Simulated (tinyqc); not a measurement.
Abrupt p-n junction, non-linear Poisson equation by Newton steps: two steps of the calculation.

One dimension, p side on the left, n side on the right; net doping C = -Na for x < 0 and +Nd for x > 0. The potential psi is counted from the intrinsic level, and the quasi-Fermi potentials are flat: 0 for holes and -V for electrons, so n = ni exp((psi + V)/Vt) and p = ni exp(-psi/Vt) (Boltzmann statistics, full ionisation, no current). Under reverse bias this makes the minority densities vanishingly small everywhere; they play no part in the charge.

Inputs (values chosen for the exercise); band and dielectric values those of a made-up semiconductor: temperature T = 273 K; band gap Eg = 1.51 eV; relative permittivity eps_r = 8.42; conduction-band density of states at T Nc = 7.27e17 cm^-3; valence-band density of states at T Nv = 1.35e19 cm^-3; acceptor density of the p side Na = 1.5e18 cm^-3; donor density of the n side Nd = 2e16 cm^-3; bias of the p side against the n side V = -5 V.

Constants: q = 1.602176634e-19 C, kB = 1.380649e-23 J/K, Vt = kB T/q, eps0 = 8.8541878128e-14 F/cm where lengths are in cm. Results are converted to the units shown.

Task 1. Intrinsic density, end potentials and Debye lengths. ni = sqrt(Nc Nv) exp(-Eg/(2 Vt)), Eg in volts; psi_p = -Vt ln(Na/ni), psi_n = Vt ln(Nd/ni) - V; Debye length sqrt(eps0 eps_r Vt/(q N)).

Find: ni; psi_p; psi_n; Debye length, p side; Debye length, n side.

Result 1.

ni = 3.615e4 cm^-3
psi_p = -0.7377 V
psi_n = 5.636 V
Debye length, p side = 2.701 nm
Debye length, n side = 23.40 nm

Task 2. Check against the exact first integral and the depletion approximation. ni = sqrt(Nc Nv) exp(-Eg/(2 Vt)), Eg in volts. Exact first integral for an abrupt junction with thick neutral sides: psi_p = -Vt ln(Na/ni), psi_n = Vt ln(Nd/ni) - V, psi_j = (Nd psi_n + Na psi_p - Vt (Nd - Na))/(Na + Nd) at the junction, n_j = ni exp((psi_j + V)/Vt), p_j = ni exp(-psi_j/Vt), and E_j^2 = (2 q/(eps0 eps_r)) [Nd (psi_n - psi_j - Vt) + Vt (n_j + p_j)] (minority densities of the neutral sides neglected). Depletion approximation: Vbi = Vt ln(Na Nd/ni^2), W = sqrt(2 eps0 eps_r (Vbi - V)(1/Na + 1/Nd)/q), xp = W Nd/(Na + Nd), xn = W Na/(Na + Nd), peak field 2 (Vbi - V)/W, capacitance eps0 eps_r/W.

Find: psi_j; exact field at the junction; Vbi; W; peak field in the depletion approximation.

Result 2.

psi_j = -0.6309 V
exact field at the junction = 232.0 kV/cm
Vbi = 1.374 V
W = 548.2 nm
peak field in the depletion approximation = 232.5 kV/cm

tinyqc, about 0.02 s, one thread, Intel Xeon 2.30GHz (shared host): `OMP_NUM_THREADS=1 python tinyqc.py 2000058 2000059 out.jsonl`
